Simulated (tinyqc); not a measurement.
From results back to parameters: dielectric confinement in a thin film (image charges). Five cases, with inputs chosen for the exercise.

Problem. The self-energy at the centre was computed from a hidden eh.

A film |z| < t/2 of dielectric constant eps between half-spaces of dielectric constant e2; lam = (eps - e2)/(eps + e2), q = e^2/(4 pi eps0). The self-energy of a band edge is taken with the high-frequency value, e2 = eh, and the field of a fixed ion with the static one, e2 = eo. A charge at z has images lam^|n| at n t + (-1)^n z. Its self-energy is S(z) = (q/2 eps) sum over n >= 1 of lam^n [1/(n t - 2z) + 1/(n t + 2z)] for odd n and 2 lam^n/(n t) for even n; at the centre S(0) = -(q/(eps t)) ln(1 - lam).

Constants: e^2/(4 pi eps0) = 14.39964547 eV angstrom.

Find: lam; eh.

Method. lam = 1 - exp(-S(0) eps t/q), and eh = eps (1 - lam)/(1 + lam).

Case 1.

Values chosen: t = 80 angstrom (film thickness); eps = 11.5 (dielectric constant of the film).
S(0) = 10.3521 meV

Solution.

lam = 0.4839
eh = 4.0

Case 2.

Values chosen: t = 44 angstrom (film thickness); eps = 11.4 (dielectric constant of the film).
S(0) = 33.5189 meV

Solution.

lam = 0.6889
eh = 2.1

Case 3.

Values chosen: t = 18 angstrom (film thickness); eps = 11.7 (dielectric constant of the film).
S(0) = 47.3935 meV

Solution.

lam = 0.5000
eh = 3.9

Case 4.

Values chosen: t = 66 angstrom (film thickness); eps = 11.4 (dielectric constant of the film).
S(0) = 12.5342 meV

Solution.

lam = 0.4805
eh = 4.0

Case 5.

Values chosen: t = 46 angstrom (film thickness); eps = 15.9 (dielectric constant of the film).
S(0) = 18.3403 meV

Solution.

lam = 0.6061
eh = 3.9

Computed by tinyqc, one run a case: `OMP_NUM_THREADS=1 python tinyqc.py N N+1 out.jsonl` with N = 1281043, 1281049, 1281061, 1281094, 1281128; one thread of a shared Intel(R) Xeon(R) Processor @ 2.30GHz, about 0.09 s a run at most.
